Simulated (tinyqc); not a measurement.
Changing the pipe diameter d: gas flow in a process chamber: flow regimes, conductance, effective pumping speed, pump-down, outgassing and purge. Computed by tinyqc, a small Python program. Command: `OMP_NUM_THREADS=1 python tinyqc.py 3121184 3121185 out.jsonl pump sweep`. One thread of a shared host (Intel(R) Xeon(R) Processor @ 2.30GHz), about 0.01 s of CPU time with the checks.

Ideal gas, isothermal flow, a pump of constant speed at the end of a round pipe; process gas, volume gas and outgassing are given the same properties. 1 sccm = 101325 Pa x 1e-6 m^3/60 s x T/273.15 K.

Inputs (values chosen for the exercise, modelled on hydrogen near room temperature):
```
quantity                     value            unit
molar mass M                 2.016           g/mol
molecular diameter            0.27              nm
viscosity eta                  8.9   micropascal s
temperature T                  350               K
chamber volume V                49               L
wall area                      1.9             m^2
pipe length l                   25              cm
pump speed S                    41             L/s
process gas flow                52            sccm
outgassing rate after 1 h  1.3e-06  Pa m^3/(s m^2)
outgassing exponent n          1.1               -
target base pressure         1e-05              Pa
```

Constants: k_B = 1.380649e-23 J/K; u = 1.6605390666e-27 kg.

Method:
- Mean speed c = sqrt(8 k_B T/(pi m)); aperture conductance C_a = c pi d^2/16; molecular pipe C_m = C_a/(1 + 3 l/(4 d)) (Dushman form); viscous pipe C_v = pi d^4 p_mean/(128 eta l); Knudsen interpolation C = C_v + C_m (1 + x)/(1 + 1.24 x), x = d p_mean sqrt(m/(k_B T))/eta.
- Effective speed 1/S_eff = 1/S + 1/C_m; time constant V/S_eff; pressure at which the free path k_B T/(sqrt2 pi d_m^2 p) equals d.
- Steady flow: the pump inlet is at p_2 = Q/S, and the chamber pressure p_1 solves Q = C((p_1 + p_2)/2) (p_1 - p_2). Residence time = p_1 V/Q.
- Knudsen number = free path at the mean pressure over d.
- From the outgassing limit: t = 1 h x (q_1 A/(S_eff p_target))^(1/n) - 10 s; monolayer time at the target = 1e19 m^-2 x 4 k_B T/(p c) for unit sticking.

One run for each value:
```
pipe diameter d (cm)  S_eff in molecular flow (L/s)  chamber pressure p_1 (Pa)  time to the target (h)   C_m (L/s)
1.6                                           6.395                     12.382                  27.704  7.5771e+00
2.5                                          16.524                      5.520                  11.687  2.7680e+01
3.8                                          28.323                      3.510                   7.160  9.1603e+01
5.8                                          36.059                      2.932                   5.748  2.9918e+02
8.9                                          39.320                      2.786                   5.313  9.5980e+02
14.0                                         40.474                      2.752                   5.175  3.1541e+03
21.0                                         40.809                      2.746                   5.136  8.7705e+03
32.0                                         40.931                      2.745                   5.122  2.4306e+04
```

Describe and explain the trends.

Over the rows, S_eff in molecular flow (L/s) rises from 6.40 to 40.9 (exponent d ln y / d ln x 2.1 between the first rows and 0.0071 between the last); chamber pressure p_1 (Pa) falls from 12.4 to 2.74 (exponent d ln y / d ln x -1.8 between the first rows and -0.0012 between the last); time to the target (h) falls from 27.7 to 5.12 (exponent d ln y / d ln x -1.9 between the first rows and -0.0064 between the last). At the high end the exponent of S_eff in molecular flow is 0.01, close to 0: the pump limits.
